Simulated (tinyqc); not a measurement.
From results back to parameters: effective mass of the split-off band from tabulated energies. Two cases, with inputs chosen for the exercise.

Problem. A band follows E (1 + alpha E) = c k^2/m, c = hbar^2/2m0. Its energies at two wave vectors are given.

Constants: hbar^2/2m0 = 3.80998211 eV angstrom^2.
Find: y = c k^2/E; m; alpha.

Method. y = m + m alpha E is a straight line through the two points. A negative alpha means that the band steepens away from the edge, repelled by the bands nearer the gap.

Case 1.

Values chosen (out of a larger set: band of an eight-band Kane model near Ge; not measured data): k12 = (0.0078, 0.0208) 1/angstrom (two wave vectors).

energies (meV): 2.58343  19.36586

Solution.

y = c k^2/E (m0): 0.08973  0.08512
m = 0.0904 m0
alpha = -3.04 1/eV

Case 2.

Values chosen (out of a larger set: band of an eight-band Kane model near InP; not measured data): k12 = (0.0087, 0.0232) 1/angstrom (two wave vectors).

energies (meV): 1.38688  10.76616

Solution.

y = c k^2/E (m0): 0.20793  0.19048
m = 0.2105 m0
alpha = -8.84 1/eV

Computed by tinyqc, one run a case: `OMP_NUM_THREADS=1 python tinyqc.py N N+1 out.jsonl` with N = 1850026, 1850057; one thread of a shared Intel(R) Xeon(R) Processor @ 2.30GHz, about 0.01 s a run at most.
